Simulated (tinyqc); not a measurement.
Against thickness at fixed field: leakage through a gate insulator: direct, Fowler-Nordheim, trap-assisted and Poole-Frenkel currents. Computed by tinyqc, a small Python program. Command: `OMP_NUM_THREADS=1 python tinyqc.py 3005110 3005111 out.jsonl oxideleak walk`. One thread of a shared host (Intel(R) Xeon(R) Processor @ 2.30GHz), about 0.01 s of CPU time with the checks.

Electrons enter from the cathode Fermi level at x = 0; the conduction band of the insulator lies phi_b - e F x above it, F = V/t. WKB exponents use a parabolic band with mass m.

Inputs (values chosen for the exercise, with an insulator like Al2O3):
```
quantity                        value   unit
thickness t                         2     nm
barrier phi_b                     2.3     eV
tunnelling mass m                0.36    m_0
static constant eps_ox           9.32      -
voltage across the insulator V   0.44      V
trap depth phi_t                  1.6     eV
trap density N_t                7e+17  cm^-3
attempt rate nu_0               4e+12    1/s
activation of capture E_a        0.15     eV
temperature T                     200      K
```

Constants: hbar^2/(2 m_0) = 3.80998212 eV angstrom^2; e = 1.602176634e-19 C; hbar = 1.054571817e-34 J s; k_B = 8.617333262e-05 eV/K.

Method:
- For a level a distance phi(x) below the band, the WKB exponent is 2 int kappa dx with kappa = sqrt(m phi/(hbar^2/2m_0)); for a linear barrier from phi_1 down to phi_2 = max(phi_1 - e F d, 0) it is G = (4/3) sqrt(m/(hbar^2/2m_0)) (phi_1^(3/2) - phi_2^(3/2))/(e F).
- J_tun = e^3 F^2/(16 pi^2 hbar m phi_b) x exp(-G) / [1 - sqrt(phi_2/phi_b)]^2 with the free-electron mass in the cathode (m in m_0), phi_2 = max(phi_b - e V, 0): direct tunnelling for e V < phi_b, Fowler-Nordheim above. Image forces, back-flow and the limit on supply are left out, so J_tun is overstated below about 0.5 V.
- Equivalent oxide thickness = 3.9 t/eps_ox.
- A trap at depth x lies phi_t below the band. Capture: tunnel at the cathode Fermi level from 0 to x (G_in from phi_1 = phi_b), rate nu_0 exp(-G_in - E_c/k_B T) with E_c = E_a + max(phi_b - phi_t - e F x, 0), the last term being the height of the trap above the cathode Fermi level. Emission: tunnel from the trap level to the anode (G_out from phi_1 = phi_t over t - x), rate nu_0 exp(-G_out - E_a/k_B T). Re-emission to the cathode follows from detailed balance, rate_back = rate_in exp(dE/k_B T) with dE = phi_b - phi_t - e F x. Each trap passes R = rate_in rate_out/(rate_in + rate_back + rate_out) electrons per second; filling from the anode is left out.
- J_TAT = e N_t int_0^t R dx by the midpoint rule on 400 intervals; the most effective depth is the midpoint with the largest R, rounded to 0.01 nm.

field F = 2.2 MV/cm

Currents:
```
t (nm)  V (V)  J_tun (A/cm^2)  J_TAT (A/cm^2)
1.2     0.264      4.9451e+04      3.4505e-16
1.6     0.352      8.4673e+02      1.7923e-15
2.2     0.484      2.7485e+00      2.3122e-14
3.0     0.660      2.1961e-03      9.0171e-13
4.0     0.880      5.7790e-07      3.5383e-12
5.5     1.210      8.9787e-12      3.4735e-12
7.5     1.650      4.2840e-17      9.7276e-13
10.0    2.200      1.5563e-21      2.8547e-15
```

Between the first rows J_tun falls by 4.42 decades per nm. J_TAT overtakes J_tun between 5.5 and 7.5 nm. Below about 0.5 V the formula for J_tun, which has no back-flow, overstates the current. Caution: at so low a voltage the back-flow from the anode and the carrier supply, left out of this formula, matter.

Extremes, crossings and ranges named in words are read from the listed rows.
